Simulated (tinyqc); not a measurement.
# Nanowire ballistic transistor, top-of-the-barrier model, step by step

Computed by the program tinyqc: `OMP_NUM_THREADS=1 python tinyqc.py 2400015 2400016 out.jsonl`, one thread of a shared Intel Xeon 2.30GHz, about 0.04 s for the whole run. Printed values are rounded.

At the top of the source barrier, states moving towards the drain are filled by the source (Fermi level 0) and states moving back by the drain (Fermi level -q Vd); nothing scatters. U is the shift of the band edge there, set by the capacitances CG, CD and CS (the total) and by the charge. Parabolic one-dimensional subband; the source is grounded.

Inputs (values chosen for the exercise); mass and valleys close to those of indium arsenide: temperature T = 200 K; effective mass m = 0.0301 m0; valley degeneracy gv = 1; relative permittivity of the gate insulator eox = 3.9; insulator thickness tox = 3.5 nm; wire diameter d = 5 nm; gate control CG/CS aG = 0.91; drain control CD/CS aD = 0.048; band edge at the barrier top above the source Fermi level at zero bias E0 = 0.26 eV; gate voltage Vg = 0.65 V; drain voltage Vd = 0.8 V.

Constants: q = 1.602176634e-19 C, kB = 1.380649e-23 J/K, hbar = 1.054571817e-34 J s, h = 6.62607015e-34 J s, m0 = 9.1093837015e-31 kg, Vt = kB T/q, eps0 = 8.8541878128e-14 F/cm where lengths are in cm. Results are converted to the units shown.

## Density of states, capacitances and charge at zero bias

N0 = gv sqrt(2 m kB T/pi)/hbar, CG = 2 pi eps0 eox/ln(1 + 2 tox/d), CS = CG/aG, n0 = n at U = 0 and Vd = 0. eta1 = -(E0 + U)/Vt, eta2 = eta1 - Vd/Vt, n = (N0/2)[F_(-1/2)(eta1) + F_(-1/2)(eta2)], F_(-1/2)(x) = (1/sqrt(pi)) int_0^infinity u^(-1/2)/(1 + exp(u - x)) du. UL = -(aG Vg + aD Vd).

N0 = 6.583370e5 cm^-1
CG = 2.478293 pF/cm
CS = 2.723398 pF/cm
n0 = 0.1848147 cm^-1
UL = -0.6299 eV

## Iteration 1: self-consistent potential at the barrier top

U at the start (U = UL) = -0.6299 eV

eta1 = -(E0 + U)/Vt, eta2 = eta1 - Vd/Vt, n = (N0/2)[F_(-1/2)(eta1) + F_(-1/2)(eta2)], F_(-1/2)(x) = (1/sqrt(pi)) int_0^infinity u^(-1/2)/(1 + exp(u - x)) du. U(out) = UL + q (n - n0)/CS. U(new) = U(out).

eta1 = 21.46256
eta2 = -24.95552
n = 1.719184e6 cm^-1
U(out) = -0.5287603 eV
U after iteration 1 = -0.5287603 eV

## Iteration 2: self-consistent potential at the barrier top

As before.

eta1 = 15.59417
eta2 = -30.82390
n = 1.464216e6 cm^-1
U(out) = -0.5437601 eV
U after iteration 2 = -0.5437601 eV

## Course of the iteration: self-consistent potential at the barrier top

Stop when U changes by less than 1e-9 eV, or after 90 iterations.

Course of the iteration:
```
iteration	U (eV)	|change| (eV)
1	-0.5287603	0.101
2	-0.5437601	0.0150
3	-0.5413729	2.39e-3
4	-0.5417484	3.76e-4
5	-0.5416893	5.92e-5
6	-0.5416986	9.32e-6
7	-0.5416971	1.47e-6
8	-0.5416974	2.31e-7
9	-0.5416973	3.65e-8
10	-0.5416973	5.75e-9
11	-0.5416973	9.05e-10
```

Converged in 11 iterations. At the end each change is about 0.16 times the one before, with alternating sign: linear convergence.

## Current, mean velocity and share of the gate voltage

converged U = -0.5416973 eV

N0 = gv sqrt(2 m kB T/pi)/hbar, CG = 2 pi eps0 eox/ln(1 + 2 tox/d), CS = CG/aG, n0 = n at U = 0 and Vd = 0. eta1 = -(E0 + U)/Vt, eta2 = eta1 - Vd/Vt, n = (N0/2)[F_(-1/2)(eta1) + F_(-1/2)(eta2)], F_(-1/2)(x) = (1/sqrt(pi)) int_0^infinity u^(-1/2)/(1 + exp(u - x)) du. I = gv (2 q^2/h) Vt [ln(1 + exp eta1) - ln(1 + exp eta2)]. Mean velocity I/(q n). CQ = (q/Vt) dn/d(eta1); the band edge follows the gate as -dU/dVg = aG/(1 + CQ/CS).

eta1 = 16.34481
n = 1.499280e6 cm^-1
I = 21.82617 uA
mean velocity = 9.086245e7 cm/s
CQ = 0.4290881 pF/cm
-dU/dVg = 0.7861390 eV/V

The carriers from the source are degenerate (eta1 = 16.3), and the mean velocity is 3.59 times vT = sqrt(2 kB T/(pi m)) = 2.53e7 cm/s.
